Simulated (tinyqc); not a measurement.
Away from the valley: two-band massive Dirac model of the K valleys.

Basis (conduction, valence): H = [[D/2, a t (tau kx - i ky)], [a t (tau kx + i ky), -D/2 + lam tau sz]], valley tau = +/-1, spin sz = +/-1. The gap of a spin and valley is G = D - lam tau sz. Berry curvature Omega = curl of i<u|grad u>; for the conduction band Omega_c = -tau 2 a^2 t^2 G/(G^2 + 4 a^2 t^2 k^2)^(3/2), and Omega_v = -Omega_c.

Inputs chosen for the exercise (near those used for monolayer WS2; the results hold for these values, not for the real material):

| symbol | value | unit | meaning |
|---|---|---|---|
| a | 3.203 | angstrom | lattice constant |
| D | 1.9 | eV | gap parameter |
| t | 1.39 | eV | effective hopping |
| lam | 0.193 | eV | half the valence spin splitting |

Flavour tau = +1, sz = +1. Parabolic transition energy G + 2 a^2 t^2 k^2/G; degree of circular polarisation eta = 2 cos(theta)/(1 + cos^2(theta)). The last column is the Berry flux of the conduction band inside |k|, over 2 pi: -(1 - cos(theta))/2, cos(theta) = G/(transition energy).

Along |k|:

| \|k\| (1/angstrom) | transition (eV) | parabolic (eV) | Omega_c (angstrom^2) | eta | flux/2 pi |
|---|---|---|---|---|---|
| 0.000 | 1.7070 | 1.7070 | -13.605 | 1.0000 | 0.0000 |
| 0.025 | 1.7215 | 1.7215 | -13.265 | 1.0000 | -0.0042 |
| 0.050 | 1.7641 | 1.7651 | -12.326 | 0.9995 | -0.0162 |
| 0.075 | 1.8330 | 1.8376 | -10.988 | 0.9975 | -0.0344 |
| 0.100 | 1.9253 | 1.9392 | -9.482 | 0.9928 | -0.0567 |
| 0.150 | 2.1674 | 2.2295 | -6.646 | 0.9721 | -0.1062 |
| 0.200 | 2.4668 | 2.6360 | -4.508 | 0.9358 | -0.1540 |
| 0.300 | 3.1701 | 3.7972 | -2.124 | 0.8349 | -0.2308 |

What can be read from this table?

The curvature halves at |k| = 0.147 1/angstrom, where 2 a t k = 0.766 G. At 0.3 the parabola is 627 meV too high, eta has fallen only to 0.835, and the flux has reached -0.231 of the -1/2 that a whole cone holds. The real bands leave this model beyond about 0.1 to 0.2 1/angstrom, where trigonal warping and other bands enter.

Computed by tinyqc, a small Python program: `OMP_NUM_THREADS=1 python tinyqc.py 1450449 1450450 out.jsonl` (the numbers bound the seed that draws the inputs); one thread of a shared host (Intel(R) Xeon(R) Processor @ 2.30GHz), about 0.01 s for the whole set of steps.
